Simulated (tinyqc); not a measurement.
What moves the results: interface roughness in a thin film (subband fluctuation and scattering). A value that a table varies takes the place of the one given here.

Square well of width t, barriers V0, c = hbar^2/2m0: E1 solves k t + 2 atan[(k/mz)/(kappa/mb)] = pi, k = sqrt(mz E/c), kappa = sqrt(mb (V0 - E)/c). One interface is rough, so the subband edge fluctuates by G dt with G = |dE1/dt| (central difference of 0.01 angstrom; 2 E1/t for hard walls).

Gaussian roughness spectrum S(q) = pi D^2 Lc^2 exp(-q^2 Lc^2/4). Degenerate gas, taken to fill one subband (the second starts to fill once c kF^2/md exceeds E2 - E1, which is not tested here): kF = sqrt(2 pi Ns/gv), q = 2 kF sin(theta/2), 1/tau = (md/(2 pi c hbar)) G^2 times the integral from 0 to pi of S(q)(1 - cos theta)/eps(q)^2 dtheta, eps(q) = 1 + qs/q with screening (qs = gv md q0/(c eps), q0 = e^2/(4 pi eps0), form factors left out, which overstates the screening; other scattering is left out too, so these values lie far above measured mobilities in all but the thinnest films) or 1 without; mobility = tau c2/md with c2 = e/m0 = 1.75882e15 cm^2/(V s^2); 1e12/cm^2 = 1e-4/angstrom^2.

Constants: hbar^2/2m0 = 3.80998211 eV angstrom^2; hbar = 6.58211957e-16 eV s; e^2/(4 pi eps0) = 14.39964547 eV angstrom.

Parameters, chosen for this exercise (near those of a thin Si channel on (100), two-fold valleys; not measured data): mz = 0.902 m0 (confinement mass); V0 = 3.25 eV (barrier); mb = 0.5 m0 (barrier mass); md = 0.193 m0 (mass in the plane); gv = 2 (valleys); D = 2.9 angstrom (rms height of the roughness); Lc = 16 angstrom (correlation length); Ns = 2 x 1e12/cm^2 (sheet density); eps = 8.2 (mean dielectric constant at the channel); ts = (13, 17, 20, 24, 30, 38, 50) angstrom (thicknesses); t = 24 angstrom (film thickness); Ll = (5, 10, 16, 25, 40, 65, 100) angstrom (correlation lengths).

## The sixth-power law

Screened mobility against thickness for the finite barrier and for hard walls.

Results:
```
t (angstrom)  E1 (meV)  G (meV/angstrom)  mobility (cm^2/(V s))  the same, hard walls
13               192.1            25.968               1.56e+03                   732
17               119.0            12.687               6.55e+03              3.66e+03
20                88.4             8.134               1.59e+04              9.71e+03
24                63.1             4.903               4.39e+04              2.90e+04
30                41.5             2.615               1.54e+05              1.11e+05
38                26.4             1.332               5.94e+05              4.57e+05
50                15.6             0.603               2.90e+06              2.37e+06
```

With hard walls G goes as 1/t^3 and the mobility as t^6. With the finite barrier the local exponent is 5.34 at the thin end and 5.77 at the thick end, since the envelope leaks out and softens the dependence. The least value is 1.56e+03 cm^2/(V s). The gate field, which also presses carriers to the interface, is left out. Below about 20 angstrom the effective-mass picture is itself doubtful. Up to t = 30 angstrom G D exceeds half of EF - E1, where the Born rate fails.

## Correlation length

Fixed D; bare and screened mobility.

Results:
```
Lc (angstrom)  kF Lc  bare mobility (cm^2/(V s))  screened mobility (cm^2/(V s))
5               0.13                    1.51e+04                        3.99e+05
10              0.25                    3.91e+03                        1.04e+05
16              0.40                    1.64e+03                        4.39e+04
25              0.63                         797                        2.17e+04
40              1.00                         479                        1.38e+04
65              1.63                         496                        1.75e+04
100             2.51                         875                        5.54e+04
```

The bare mobility is lowest at Lc = 40 angstrom of those listed (kF Lc = 1.00). The screened mobility is lowest at Lc = 40 angstrom of those listed (kF Lc = 1.00). Short roughness averages out (mobility as 1/Lc^2; the first two rows give exponent -1.95), and long roughness deflects only by small angles (bare mobility rising as Lc; the last two rows give 1.32).

## What each parameter does

G, G D, and the screened mobility. Each row changes one parameter from the base and keeps the others.

Results:
```
case                  G (meV/angstrom)  G D (meV)  mobility (cm^2/(V s))
base                             4.903      14.22              4.386e+04
t = 20 angstrom                  8.134      23.59              1.594e+04
D = 3.77 angstrom                4.903      18.49              2.595e+04
Lc = 24 angstrom                 4.903      14.22              2.295e+04
Ns = 3.2 x 1e12/cm^2             4.903      14.22              3.288e+04
mz = 1.037 m0                    4.378      12.70              5.501e+04
md = 0.222 m0                    4.903      14.22              4.159e+04
V0 = 2.27 eV                     4.711      13.66              4.752e+04
eps = 9.8                        4.903      14.22              3.316e+04
```

The largest shifts from the base row, up to three for each result and ties (the steps differ in size, so this ranks the rows, not the parameters). G (meV/angstrom): t +3.231, mz -0.525, V0 -0.192; unchanged at the printed digits by D, Lc, Ns, md and eps. G D (meV): t +9.37, D +4.27, mz -1.52; unchanged at the printed digits by Lc, Ns, md and eps. mobility (cm^2/(V s)): t -2.79e+04, Lc -2.09e+04, D -1.79e+04. In the base case G D is 1.1 times EF - E1 = 12.4 meV: the fluctuation exceeds the Fermi energy, so the Born rate for a uniform gas is not to be trusted.

Run: tinyqc, `OMP_NUM_THREADS=1 python tinyqc.py 1250054 1250055 out.jsonl`; Intel(R) Xeon(R) Processor @ 2.30GHz, one thread, shared host; about 0.01 s of CPU time with all checks.
